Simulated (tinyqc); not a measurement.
## Depth and level of a trap from the time ratio

Inverse problem. For an oxide trap tc/te = exp(E/Vt) with E = E0 - dpsi - (xt/tox)(Vg - VT - dpsi), dpsi being the rise of the surface potential above its value at threshold. Find xt and E0, and the depth that would be read if dpsi were ignored.

Values chosen for this exercise: temperature T = 300 K; insulator thickness tox = 1.3 nm.

Constants: q = 1.602176634e-19 C, kB = 1.380649e-23 J/K, Vt = kB T/q. Results are converted to the units shown.

Vg - VT (V): [-0.1, 0.05]
tc/te: [4.2011751, 0.059927667]
dpsi (V): [-0.059782633, 0.019719623]

Answer. E + dpsi is a straight line in the oxide voltage Vg - VT - dpsi with slope -xt/tox and intercept E0. Ignoring dpsi assigns the motion of the bands to the trap and overstates its depth.

xt = 0.5600 nm
E0 = -0.04000 eV
depth read without dpsi = 0.9522 nm

Program tinyqc, `OMP_NUM_THREADS=1 python tinyqc.py 2710092 2710093 out.jsonl`; Intel Xeon 2.30GHz, shared host, one thread, about 0.01 s.
